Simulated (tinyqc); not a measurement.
Dielectric confinement in a thin film (image charges), step by step. Values are carried at full precision from step to step, so a last printed digit may differ when a step is redone from the rounded ones.

A film |z| < t/2 of dielectric constant eps between half-spaces of dielectric constant e2; lam = (eps - e2)/(eps + e2), q = e^2/(4 pi eps0). The self-energy of a band edge is taken with the high-frequency value, e2 = eh, and the field of a fixed ion with the static one, e2 = eo. A charge at z has images lam^|n| at n t + (-1)^n z. Its self-energy is S(z) = (q/2 eps) sum over n >= 1 of lam^n [1/(n t - 2z) + 1/(n t + 2z)] for odd n and 2 lam^n/(n t) for even n; at the centre S(0) = -(q/(eps t)) ln(1 - lam).

Constants: e^2/(4 pi eps0) = 14.39964547 eV angstrom; hbar^2/2m0 = 3.80998211 eV angstrom^2; Ry = 13.60569312 eV.

Parameters, chosen for this exercise (near those of a Ge film between layers of Al2O3; not measured data):
```
symbol  value  unit      meaning
t       76     angstrom  film thickness
eps     16.2             dielectric constant of the film
eh      3.2              high-frequency dielectric constant outside
mz      0.116  m0        mass across the film
eo      8.6              static dielectric constant outside
m       0.145  m0        mass in the plane
```

## Images for a charge at the centre

Give lam, the first five terms (q/eps) lam^n/(n t), their sum and the closed form.

lam = 0.6701

terms (meV): 7.84  2.63  1.17  0.59  0.32

sum of five = 12.54 meV
S(0) = 12.97 meV

The surroundings screen less than the film, so the images repel and each band edge moves outwards: the gap changes by about 2 S = +26 meV. The static value 8.6 would give S(0) = +4.3 meV.

## Self-energy across the film

S at 2z/t = 0, 0.2, 0.4, 0.6, 0.8 and 0.9, summed to n = 399.

Self-energy:
```
2z/t  z (angstrom)  S (meV)
0.0            0.0    12.97
0.2            7.6    13.30
0.4           15.2    14.49
0.6           22.8    17.43
0.8           30.4    27.00
0.9           34.2    46.51
```

Towards the wall S diverges as (q lam/4 eps)/(distance), an artefact of the abrupt interface that the vanishing envelope makes harmless.

## Shift of the subband edge

First order: <S> over the envelope (2/t) cos^2(pi z/t), beside the confinement energy c (pi/t)^2/mz, c = hbar^2/2m0.

<S> = 14.70 meV
confinement energy = 56.12 meV

|<S>| is 0.26 times the confinement energy; the first goes as 1/t and the second as 1/t^2, so they are equal at t = 290 angstrom.

## Binding of a donor

Donor at the centre, lam from the static eo, trial function cos(pi z/t) exp(-rho/l): E(l) = c/(m l^2) - (q/eps) times the integral over k of F(k t) (1 + (k l/2)^2)^(-3/2), with F(x) = F0 + 2 lam exp(-x) G/(1 - lam exp(-x)), F0 = 2[(1 - exp(-x/2))/x + x (1 + exp(-x/2))/(x^2 + 4 pi^2)], G = 2 sinh(x/2)[1/x - x/(x^2 + 4 pi^2)]; c = hbar^2/2m0. The binding energy is -E at the minimum, counted from the subband edge with its self-energy.

Minimise over l with and without images (lam = 0); Ry* = Ry m/eps^2.

Donor:
```
case         l (angstrom)  binding (meV)  in Ry*
no images            51.0           15.9    2.12
with images          48.3           23.3    3.10
```

Ry* = 7.52 meV

The images change the binding by +7.4 meV, against -2 (q/(eps t)) ln(1 - lam) = +8.6 meV for an orbit much smaller than t. At 300 K the binding is 0.9 kB T.

## Checks

- S(0) from the series against the closed form, meV: both 12.97.
- F(2.3) for lam = 0.6701 from a direct sum over images against the closed form: both 0.8864.

tinyqc: `OMP_NUM_THREADS=1 python tinyqc.py 1282015 1282016 out.jsonl`; about 0.03 s, one thread, shared Intel(R) Xeon(R) Processor @ 2.30GHz.
